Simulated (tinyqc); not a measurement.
Changing the layer thickness h: elastic strain and critical thickness of a cubic alloy layer A(1-x)B(x) on a thick substrate. Computed by tinyqc, a small Python program. Command: `OMP_NUM_THREADS=1 python tinyqc.py 3031922 3031923 out.jsonl misfit sweep`. One thread of a shared host (Intel(R) Xeon(R) Processor @ 2.30GHz), about 0.02 s of CPU time with the checks.

Strain is positive in tension. The layer is coherent with the substrate unless said otherwise.

Inputs (values chosen for the exercise, modelled on Si(1-x)Ge(x) on Si):
```
quantity                        value      unit
fraction x of B                  0.22         -
lattice constant a_A            5.431  angstrom
lattice constant a_B            5.658  angstrom
substrate lattice constant a_S  5.431  angstrom
start of the iteration h0/b       100         -
```

Growth plane: (001). Layer: buried under a thick cap. Misfit dislocation: 60-degree.

C11, C12, C44 of A (GPa): 168.2  64.43  78.07

C11, C12, C44 of B (GPa): 126.2  47.5  66.56

Method:
- a = (1 - x) a_A + x a_B, the same rule for each C_ij; misfit f = (a_S - a)/a, the in-plane strain of the coherent layer.
- (001): D = 2 C12/C11, M = C11 + C12 - 2 C12^2/C11. The free surface carries no normal stress, so e_perp = -D f; dV/V = 2 f + e_perp; stress = M f; energy per area = M f^2 h (1 GPa nm = 1 J/m^2).
- Voigt averages: G = (C11 - C12 + 3 C44)/5, B = (C11 + 2 C12)/3, nu = (3 B - 2 G)/(2 (3 B + G)); b = a/sqrt(2). The 60-degree dislocation has cos alpha = 1/2, and cos lambda = 1/2 on (001).
- Matthews-Blakeslee: h_c = A [ln(h_c/b) + 1], A = b (1 - nu cos^2 alpha)/(4 pi |f| (1 + nu) cos lambda), the factor 4 pi being that of a buried layer, with a dislocation at both interfaces.
- Start at h0, put the right side back in, and stop when the change is below 1e-9 h or h turns negative.
- For h > h_c the same force balance gives the strain left, |e| = |f| A [ln(h/b) + 1]/h, and below h_c e = f; relaxation = 1 - e/f; dislocations per length across each line direction = (|f| - |e|)/(b cos lambda).

One run for each value; columns: (1) layer thickness h (nm); (2) strain left e; (3) relaxation (%); (4) dislocation line density (1/micrometre); (5) strain energy per area (J/m^2):
```
(1)          (2)     (3)     (4)         (5)
2     -0.0091116   0.000   0.000  2.8775e-02
4.3   -0.0091116   0.000   0.000  6.1866e-02
9.3   -0.0091116   0.000   0.000  1.3380e-01
20    -0.0091116   0.000   0.000  2.8775e-01
43    -0.0063588  30.212  14.206  6.1866e-01
93    -0.0033373  63.373  29.798  1.3380e+00
200   -0.0017352  80.956  38.066  2.8775e+00
430   -0.0008923  90.207  42.415  6.1866e+00
930   -0.0004523  95.036  44.686  1.3380e+01
2000  -0.0002287  97.490  45.840  2.8775e+01
```

Over the rows, strain left e rises from -0.00911 to -2.29e-4, flat over part of the range; relaxation (%) rises from 0 to 97.5, flat over part of the range; dislocation line density (1/micrometre) rises from 0 to 45.8, flat over part of the range. At the low end the exponent of strain left e is 0.00, close to 0: the layer is still coherent. The exponent of strain energy per area stays at 1: the energy density is uniform. Relaxation sets in between 20.0 and 43.0 nm, and reaches 97.5 % at the largest thickness. The energy column is that of the coherent layer. Real layers relax later, as dislocations must nucleate and glide.

Extremes, crossings and ranges named in words are read from the listed rows.
